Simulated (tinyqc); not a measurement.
Koster-Slater impurity in a tight-binding band, by Green functions and by supercells: one step, computed by the program tinyqc.

One orbital per site, e(k) = -2 t sum cos(k_i) over 3 direction(s), band from -6 t to 6 t, lattice constant 1. One site has the extra energy U. Spin is left out.

Question. The host Green function outside the band. Outside the band G0(E) = (1/pi) int_0^pi dk (2/(pi z)) K(16 t^2/z^2), z = E + 2 t cos k, K the complete elliptic integral with parameter m; 200 Gauss-Legendre points. A bound state solves 1/U = G0(E). Energies: 0.05, 0.2, 0.5, 1, 2, 4 and 8 t beyond the band edge on the side of U, rounded to four digits.

Inputs (values chosen for the exercise, for a model band): hopping t = 1.8 eV; impurity potential U = 9.74 eV.

Lattice: simple cubic.

Give: Scan on the side of U.

Answer.

Scan on the side of U:

| E (eV) | G0 (1/eV) | 1/U - G0 (1/eV) |
|---|---|---|
| 10.89 | 0.1302 | -0.02758 |
| 11.16 | 0.1198 | -0.01711 |
| 11.70 | 0.1077 | -0.00504 |
| 12.60 | 0.0947 | 0.00793 |
| 14.40 | 0.0783 | 0.02437 |
| 18.00 | 0.0595 | 0.04314 |
| 25.20 | 0.0410 | 0.06167 |

G0 stays finite at the band edge, 0.252731/t in size, so binding needs |U| > 3.957 t.
